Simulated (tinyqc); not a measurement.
Mobility of a non-polar semiconductor in the relaxation-time approximation: one step, computed by the program tinyqc.

Each valley is treated as a sphere of mass m_d for states and rates, with one isotropic relaxation time; the conductivity mass m_c sets the current.

Problem. Masses. m_d = (m_l m_t^2)^(1/3); 1/m_c = (1/m_l + 2/m_t)/3; Hall mass factor A = 3 K_m (K_m + 2)/(2 K_m + 1)^2, K_m = m_l/m_t; N_I = n (1 + C)/(1 - C).

Inputs (values chosen for the exercise, modelled on electrons in silicon):

| quantity | value | unit |
|---|---|---|
| longitudinal mass m_l | 0.907 | m_0 |
| transverse mass m_t | 0.191 | m_0 |
| carrier density n | 1.4e+17 | 1/cm^3 |
| compensation ratio C | 0 | - |

Band: Kane. Impurity formula: Brooks-Herring. Further scattering: none.

Give: density-of-states mass m_d; conductivity mass m_c; Hall mass factor A; ionised impurity density N_I.

Solution.

density-of-states mass m_d = 0.32104 m_0

conductivity mass m_c = 0.25921 m_0

Hall mass factor A = 0.87247

ionised impurity density N_I = 1.40e+17 1/cm^3
